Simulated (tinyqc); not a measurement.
Voltage drop against the factor on the load at the hot node.

A grid of 13 by 13 nodes with segments Rx (rows) and Ry (columns); every node draws I1 and the central node kh I1; pads with resistance Rp sit at the nodes whose row and column are multiples of the pitch, counting from 0. The drops u = Vdd - V follow from G u = i, with G the conductance matrix and i the load currents, solved directly. Here the pitch is 3.

Parameters, values chosen for the exercise:
- Vdd = 0.8 V (supply voltage)
- Rx = 0.29 ohm (resistance of a horizontal segment)
- Ry = 0.24 ohm (resistance of a vertical segment)
- Rp = 0.16 ohm (resistance from a pad node to the supply)
- I1 = 0.085 mA (load current of a node in the large grid)

Result of one run:

| kh | pads | worst drop (mV) | mean drop (mV) | largest drop at a pad (mV) | largest pad current (mA) | worst drop over Vdd (%) |
|---|---|---|---|---|---|---|
| 50 | 25 | 0.4164 | 0.1667 | 0.4164 | 2.603 | 0.05205 |

What becomes of these results when the factor on the load at the hot node kh is changed from 50 to 5, all else the same?

Result of the changed run:

| kh | pads | worst drop (mV) | mean drop (mV) | largest drop at a pad (mV) | largest pad current (mA) | worst drop over Vdd (%) |
|---|---|---|---|---|---|---|
| 5 | 25 | 0.1719 | 0.1369 | 0.1369 | 0.8555 | 0.02149 |

The whole series:

| kh | pads | worst drop (mV) | mean drop (mV) | largest drop at a pad (mV) | largest pad current (mA) | worst drop over Vdd (%) |
|---|---|---|---|---|---|---|
| 1 | 25 | 0.1625 | 0.1343 | 0.1120 | 0.7002 | 0.02031 |
| 2 | 25 | 0.1648 | 0.1349 | 0.1182 | 0.7390 | 0.02060 |
| 5 | 25 | 0.1719 | 0.1369 | 0.1369 | 0.8555 | 0.02149 |
| 10 | 25 | 0.1837 | 0.1402 | 0.1679 | 1.050 | 0.02296 |
| 20 | 25 | 0.2301 | 0.1469 | 0.2301 | 1.438 | 0.02876 |
| 50 | 25 | 0.4164 | 0.1667 | 0.4164 | 2.603 | 0.05205 |
| 100 | 25 | 0.7270 | 0.1999 | 0.7270 | 4.544 | 0.09087 |

The worst drop rises from 0.162 to 0.727 mV and the mean drop rises from 0.134 to 0.200 mV. The central node is itself a pad. The drops are linear in the loads, so the mean grows by 6.63e-4 mV for each unit of kh in every row.

Computed by the program tinyqc: `OMP_NUM_THREADS=1 python tinyqc.py 2770177 2770178 out.jsonl`, one thread of a shared Intel Xeon 2.30GHz, about 0.06 s for the whole run.
